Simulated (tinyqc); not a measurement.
Gap and mass from two generation rates.

Inverse problem. In the two-band model the band-to-band tunnelling rate in a uniform field is G = A F^2 exp(-B/F), with B = pi sqrt(m/C) Eg^1.5/4 (V/nm), A = 1e21 (2 q/h) m Eg/(16 pi C B) for G in cm^-3 s^-1 and F in V/nm, C = hbar^2/(2 m0). Find B, A, Eg and m.

Constants: q = 1.602176634e-19 C, hbar = 1.054571817e-34 J s, h = 6.62607015e-34 J s, m0 = 9.1093837015e-31 kg, hbar^2/(2 m0) = 0.0380998212 eV nm^2. Results are converted to the units shown.

G at F = 0.074 and 0.1 V/nm (cm^-3 s^-1): 1.9841636e20  3.7901180e23

Answer. The slope of ln(G/F^2) against 1/F is -B and the intercept gives A. The product A B fixes m Eg, and B = (pi/4) Eg sqrt(m Eg/C) then gives Eg.

B = 1.98 V/nm
A = 1.49e34 cm^-3 s^-1 (V/nm)^-2
Eg = 1.44 eV
m = 0.0810 m0

Computed by the program tinyqc: `OMP_NUM_THREADS=1 python tinyqc.py 2620171 2620172 out.jsonl`, one thread of a shared Intel Xeon 2.30GHz, about 0.03 s for the whole run.
